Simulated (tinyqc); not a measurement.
Inside a calculation. Model: bandgap voltage reference from two bipolar transistors.

Program tinyqc, `OMP_NUM_THREADS=1 python tinyqc.py 2062032 2062033 out.jsonl`; Intel Xeon 2.30GHz, shared host, one thread, about 0.02 s. Printed values are rounded.

Two transistors of area 1 and N carry the same current I. Is(T) = Is (T/T0)^eta exp[(Vg0 q/kB)(1/T0 - 1/T)], VBE1 = Vt ln(I/Is(T)) + I rb, VBE2 = Vt ln(I/(N Is(T))) + I rb/N. The amplifier forces I R1(T) = VBE1 - VBE2 + Vos, with R(T) = R (1 + tc (T - T0)) for both resistors, and the output is Vref = VBE1 + I R2(T). Base currents and the Early effect are neglected.

Inputs (values chosen for the exercise); values of the order met in silicon bipolar transistors: reference temperature T0 = 300 K; band-gap voltage extrapolated to 0 K Vg0 = 1.157 V; temperature exponent of the saturation current eta = 3.1; saturation current of the unit transistor at T0 Is = 7.9e-18 A; area ratio of the second transistor N = 8; resistor across which the difference of VBE falls, at T0 R1 = 4.7 kohm; temperature coefficient of both resistors tc = -1200 ppm/K; offset of the amplifier Vos = -0.5 mV; series resistance of the unit transistor rb = 13 ohm; output resistor at T0 R2 = 39.56 kohm; temperature T = 333 K.

Constants: q = 1.602176634e-19 C, kB = 1.380649e-23 J/K. Results are converted to the units shown.

## Operating point at the reference temperature

Vt = kB T/q; I = (Vt ln N + Vos)/(R1(T) - rb (1 - 1/N)). Evaluate at T = T0.

Vt = 0.0258520 V
I = 11.3589 uA
Is(T) = 7.9e-18 A
VBE1 = 0.723853 V
I R2 = 0.449359 V
Vref = 1.17321 V

## Operating point at another temperature

Vt = kB T/q; I = (Vt ln N + Vos)/(R1(T) - rb (1 - 1/N)).

Vt = 0.0286957 V
I = 13.1418 uA
Is(T) = 9.21069e-16 A
VBE1 = 0.671114 V
I R2 = 0.499302 V
Vref = 1.17042 V

From T0 to T, VBE1 changes by -52.7 mV and I R2 by 49.9 mV, which leaves -2.80 mV in Vref.

## Resistor for zero slope at T0, ideal case

With tc = 0, Vos = 0 and rb = 0 the current is proportional to T, dVBE/dT = (VBE - Vg0 - (eta - 1) Vt)/T, and Vref has zero slope at T0 when Vref = Vg0 + (eta - 1) Vt0. Find VBE1, its slope, that Vref, R2/R1 and the curvature d2Vref/dT2 = -(eta - 1) kB/(q T0).

VBE1 = 0.723884 V
dVBE/dT = -1.62468 mV/K
Vref = 1.21129 V
R2/R1 = 9.06670
curvature = -0.603213 uV/K^2
